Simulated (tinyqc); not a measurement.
## On-chip interconnect, size-dependent resistivity and RC delay: course in time

A rectangular line between two neighbours and two ground planes. Surface and grain-boundary scattering are added to the bulk resistivity as corrections; capacitances are parallel-plate values without fringing; inductance is ignored.

4 equal pi sections: series Rs = r Lw/4; node capacitances c Lw/4, halved at nodes 0 and 4, with Cl added to node 4; Rd feeds node 0. Elmore delay of node k: the sum, over the resistors on the path to k, of resistance times all capacitance downstream of it.

A 1 V step is applied behind Rd at t = 0. C dv/dt = -G v + b, with G the conductance matrix of the ladder (1/Rs between neighbours, 1/Rd added at node 0) and b = (1 V/Rd, 0, ...). Trapezoidal step: (C/dt + G/2) v(new) = (C/dt - G/2) v + b. The last column solves the same ladder exactly by its modes.

Parameters, values chosen for the exercise:

| symbol | value | unit | meaning |
|---|---|---|---|
| Rd | 4800 | ohm | driver resistance |
| dt | 2.9 | ps | time step |

Rs = 1446.44 ohm
C, node 0 to 4 (fF): [0.112173, 0.224346, 0.224346, 0.224346, 0.232173]

Voltages (V):
```
t (ps),node 0,node 2,node 4,"node 4, exact"
2.9000,0.7788,0.32860,0.18898,0.23669
5.8000,0.5573,0.58362,0.50750,0.48773
8.7000,0.9186,0.68668,0.66205,0.65664
11.600,0.7806,0.82342,0.77051,0.76986
14.500,0.9870,0.85582,0.85498,0.84575
17.400,0.8809,0.92450,0.89551,0.89661
20.300,1.0137,0.93418,0.93678,0.93070
23.200,0.9298,0.96742,0.95301,0.95355
26.100,1.0213,0.97031,0.97211,0.96887
29.000,0.9555,0.98560,0.97911,0.97913
31.900,1.0211,0.98698,0.98751,0.98601
34.800,0.9700,0.99325,0.99087,0.99063
```

The far end of the ladder reaches 0.5 V at 5.976 ps, 0.731 of its Elmore delay (ln 2 = 0.693 for a single pole); the slowest mode has a time constant of 7.248 ps. The largest error of the trapezoidal steps at that node is 48 mV. Node 0 swings up and down from step to step: the trapezoidal rule does not damp modes much faster than dt, so these swings are numerical.

Range of the model: The metal width is under the mean free path, where the thick-limit surface term and the simple sum of corrections lose accuracy.

Numbers from tinyqc (`OMP_NUM_THREADS=1 python tinyqc.py 2100103 2100104 out.jsonl`; about 0.01 s on one thread of a shared Intel Xeon 2.30GHz).
